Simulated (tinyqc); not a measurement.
Bias-temperature instability, empirical power law with universal recovery: lifetime against voltage.

Threshold-voltage shift at the end of a stress: dV = A (V/V0)^g exp[-(Ea q/kB)(1/T - 1/T0)] (t/1 s)^n. After a delay tr the permanent share pp stays and the rest falls by r = 1/(1 + B (tr/t)^be). An empirical model: its parameters are fits, not properties.

The lifetime solves dV = dc; ten years are 3.15576e8 s.

Inputs (values chosen for the exercise):
- V0 = 1.8 V (reference stress voltage)
- T0 = 398 K (reference temperature)
- A = 5.8 mV (shift after 1 s at V0 and T0)
- n = 0.2 (time exponent)
- g = 5.9 (voltage exponent)
- Ea = 0.1 eV (apparent activation energy of the shift)
- T = 328 K (use temperature)
- dc = 50 mV (failure criterion)

Constants: q = 1.602176634e-19 C, kB = 1.380649e-23 J/K. Results are converted to the units shown.

Results:
```
V (V)  shift after ten years (mV)  lifetime (years)
0.6                        0.2388          4.026e12
0.77                        1.040           2.564e9
0.94                        3.376           7.130e6
1.11                        9.001           5.288e4
1.46                        45.35             16.29
1.63                        86.86            0.6321
1.8                         156.0           0.03387
```

Estimate the missing row, V = 1.29 V.

Computed row:
```
V (V)  shift after ten years (mV)  lifetime (years)
1.29                        21.85             628.0
```

With this row back in the table: The shift goes as V^5.9 and the lifetime as V^(-29.5): 5 % more voltage adds 33.4 % to the shift and divides the lifetime by 4.22. 6 of the 8 rows pass ten years. For V = 0.6, 0.77, 0.94, 1.11 the lifetime is a formal extrapolation far beyond any test.

Computed by the program tinyqc: `OMP_NUM_THREADS=1 python tinyqc.py 2070114 2070115 out.jsonl`, one thread of a shared Intel Xeon 2.30GHz, about 0.01 s for the whole run.
